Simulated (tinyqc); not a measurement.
# Band bending at a free surface with one surface level, surface photovoltage and Kelvin probe: effects of single changes

n-type bulk, xi = Ec - EF = Vt ln(Nc/Nd), p0 = ni^2/Nd, ni = sqrt(Nc Nv) exp(-Eg/(2 Vt)), Eg in volts. b is the upward band bending, u = b/Vt. Space charge per area, in units of q: Qc = sign(b) sqrt((2 eps0 eps_r Vt/q) [(Nd + dn)(exp(-u) - 1) + Nd u + (p0 + dn)(exp(u) - 1)]), with dn the excess density under light (flat quasi-Fermi levels; 0 in the dark). The level holds -Ns f, f = 1/(1 + exp((xi + b - Es)/Vt)). Neutrality: Qc + Qf + (charge of the states) = 0.

Values chosen for this exercise; band and dielectric values close to those of gallium arsenide:
```
symbol    value   unit                                    meaning
T           300      K                                temperature
Eg         1.43     eV                                   band gap
eps_r        13                             relative permittivity
Nc      4.39e17  cm^-3     conduction-band density of states at T
Nv      9.12e18  cm^-3        valence-band density of states at T
chi        4.06     eV                          electron affinity
Nd       7.6e15  cm^-3                              donor density
Qf            0  cm^-2       fixed positive charge at the surface
pt         4.93     eV             work function of the probe tip
Ns       2.3e11  cm^-2  density of an acceptor-like surface level
Es         0.32     eV        its depth below the conduction edge
```

Constants: q = 1.602176634e-19 C, kB = 1.380649e-23 J/K, Vt = kB T/q, eps0 = 8.8541878128e-14 F/cm where lengths are in cm. Results are converted to the units shown.

Each table varies one quantity; the others keep the values above.

## Kelvin-probe contrast of the doping

Work function chi + xi + b; contact potential difference CPD = (work function of the sample) - pt. b solves the neutrality condition in the dark.

Results:
```
Nd (cm^-3),xi (eV),b (V),CPD (mV)
1.1e14,0.2144,0.1739,-481.7
2.5e14,0.1931,0.1828,-494.1
5.8e14,0.1714,0.1912,-507.4
3e15,0.1289,0.2037,-537.4
6.9e15,0.1074,0.2044,-558.2
1.6e16,0.08562,0.1904,-594.0
3.6e16,0.06466,0.1265,-678.8
```

Estimate the missing row, Nd = 1.3e15 cm^-3.

Computed row:
```
Nd (cm^-3),xi (eV),b (V),CPD (mV)
1.3e15,0.1505,0.1983,-521.2
```

With this row back in the table: xi falls by 150 mV over the table and the CPD by 197 mV; b goes from 0.174 through a maximum of 0.204 (at Nd = 6.9e15 cm^-3 among the rows listed) to 0.127 V. Between the first two rows the CPD follows 58.4 % of the change of xi, and between the last two 405 %. It is below 100 % where b rises with the doping (pinning hides it). It exceeds 100 % where b falls as the doping rises.

## Pinning by the surface states

Same model as above.

Result of one run:
```
Ns (cm^-2),b (V),xi + b (eV),Qc (cm^-2)
1.8e11,0.1881,0.2930,1.331e11
```

What becomes of these results when the density of an acceptor-like surface level Ns is changed from 1.8e11 to 6.7e10 cm^-2, all else the same?

Result of the changed run:
```
Ns (cm^-2),b (V),xi + b (eV),Qc (cm^-2)
6.7e10,0.06459,0.1695,6.680e10
```

The whole series:
```
Ns (cm^-2),b (V),xi + b (eV),Qc (cm^-2)
2.4e10,0.01847,0.1233,2.399e10
6.7e10,0.06459,0.1695,6.680e10
1.8e11,0.1881,0.2930,1.331e11
5.1e11,0.2373,0.3422,1.520e11
1.4e12,0.2676,0.3725,1.625e11
3.9e12,0.2948,0.3996,1.714e11
1.1e13,0.3211,0.4260,1.796e11
2.9e13,0.3454,0.4503,1.868e11
8.1e13,0.3711,0.4759,1.942e11
```

b rises from 0.0185 to 0.371 V. The level is over 95 % full (Qc near Ns - Qf) in the 2 rows with xi + b more than 3 Vt short of Es = 0.32 eV. Beyond that it empties, and between the last two rows b gains only 57.5 mV a decade.

## Photovoltage against injection

Same model as above.

Under chopped light the surface charge keeps its dark value, so b falls to bL with Qc(bL, dn) = Qc(b, 0); the photovoltage is b - bL.

Results:
```
dn (cm^-3),bL (V),photovoltage (mV),share of b removed (%)
1e7,0.2040,9.077e-5,4.451e-5
1.7e8,0.2040,0.001543,7.565e-4
2.8e9,0.2039,0.02539,0.01245
4.6e10,0.2036,0.4110,0.2015
7.7e11,0.1983,5.623,2.757
1.3e13,0.1710,32.94,16.15
2.1e14,0.1228,81.21,39.82
5.8e16,0.02322,180.7,88.61
```

Estimate the missing row, dn = 3.5e15 cm^-3.

Computed row:
```
dn (cm^-3),bL (V),photovoltage (mV),share of b removed (%)
3.5e15,0.06686,137.1,67.22
```

With this row back in the table: The photovoltage rises from 9.08e-5 to 181 mV, towards the full b = 204 mV. Its steepest rise is 45.7 mV a decade (Vt ln 10 = 59.5 mV), and it reaches 88.6 % of b in the last row: even strong light does not flatten the bands fully, so a saturation reading understates b. For dn = 5.8e16 the injection is high, and a Dember voltage, left out here, adds to the signal.

Numbers from tinyqc (`OMP_NUM_THREADS=1 python tinyqc.py 2430170 2430171 out.jsonl`; about 0.01 s on one thread of a shared Intel Xeon 2.30GHz).
